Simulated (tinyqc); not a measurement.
Empirical pseudopotential in a few plane waves, step by step. One step of it, computed by the program tinyqc.

Task: Bloch Hamiltonian at k. Basis: the 15 shortest G (labels in 2 pi/a), the same at every k. H(G,G') = c |k + G|^2 delta + VS(|G-G'|^2) cos((G-G').tau) + i VA sin((G-G').tau), tau = a/8 (1,1,1); 1 Ry = 13.605693 eV.

Parameters chosen for this model: fcc lattice, atoms at +/- a/8 (1,1,1); form factors in rydberg at |G|^2 in units of (2 pi/a)^2:
```
parameter                 value      unit
a                      5.830000  angstrom
VS(3)                 -0.257000        Ry
VS(8)                  0.001000        Ry
VS(11)                 0.086000        Ry
VA(3)                         0        Ry
VA(4)                         0        Ry
VA(11)                        0        Ry
hbar^2/2m (2 pi/a)^2   4.425329        eV
```

k point k (2 pi / a): [-0.030000, 0.410000, 0.550000]

Give: H(k) at k.

Result:

H(k) at k (eV):
```
        +0+0+0  -1-1-1  -1-1+1  -1+1-1  -1+1+1  +1-1-1  +1-1+1  +1+1-1
+0+0+0   2.087   2.473  -2.473  -2.473  -2.473  -2.473  -2.473  -2.473
-1-1-1   2.473   7.131   0.000   0.000  -0.014   0.000  -0.014  -0.014
-1-1+1  -2.473   0.000  16.867   0.014   0.000   0.014   0.000   0.000
-1+1-1  -2.473   0.000   0.014  14.389   0.000   0.014   0.000   0.000
-1+1+1  -2.473  -0.014   0.000   0.000  24.125   0.000   0.014   0.014
+1-1-1  -2.473   0.000   0.014   0.014   0.000   6.600   0.000   0.000
+1-1+1  -2.473  -0.014   0.000   0.000   0.014   0.000  16.336   0.014
+1+1-1  -2.473  -0.014   0.000   0.000   0.014   0.000   0.014  13.858
+1+1+1   2.473   0.000  -0.014  -0.014   0.000  -0.014   0.000   0.000
-2+0+0   0.000  -2.473  -2.473  -2.473   2.473   0.827  -0.827  -0.827
+0-2+0   0.000  -2.473  -2.473   0.827  -0.827  -2.473   2.473  -0.827
+0+0-2   0.000  -2.473   0.827  -2.473  -0.827  -2.473  -0.827   2.473
+0+0+2   0.000  -0.827   2.473  -0.827  -2.473  -0.827  -2.473   0.827
+0+2+0   0.000  -0.827  -0.827   2.473  -2.473  -0.827   0.827  -2.473
+2+0+0   0.000  -0.827  -0.827  -0.827   0.827   2.473  -2.473  -2.473

        +1+1+1  -2+0+0  +0-2+0  +0+0-2  +0+0+2  +0+2+0  +2+0+0
+0+0+0   2.473   0.000   0.000   0.000   0.000   0.000   0.000
-1-1-1   0.000  -2.473  -2.473  -2.473  -0.827  -0.827  -0.827
-1-1+1  -0.014  -2.473  -2.473   0.827   2.473  -0.827  -0.827
-1+1-1  -0.014  -2.473   0.827  -2.473  -0.827   2.473  -0.827
-1+1+1   0.000   2.473  -0.827  -0.827  -2.473  -2.473   0.827
+1-1-1  -0.014   0.827  -2.473  -2.473  -0.827  -0.827   2.473
+1-1+1   0.000  -0.827   2.473  -0.827  -2.473   0.827  -2.473
+1+1-1   0.000  -0.827  -0.827   2.473   0.827  -2.473  -2.473
+1+1+1  23.594  -0.827  -0.827  -0.827  -2.473  -2.473  -2.473
-2+0+0  -0.827  20.319   0.014   0.014  -0.014  -0.014   0.000
+0-2+0  -0.827   0.014  12.530   0.014  -0.014   0.000  -0.014
+0+0-2  -0.827   0.014   0.014  10.052   0.000  -0.014  -0.014
+0+0+2  -2.473  -0.014  -0.014   0.000  29.524   0.014   0.014
+0+2+0  -2.473  -0.014   0.000  -0.014   0.014  27.045   0.014
+2+0+0  -2.473   0.000  -0.014  -0.014   0.014   0.014  19.257
```
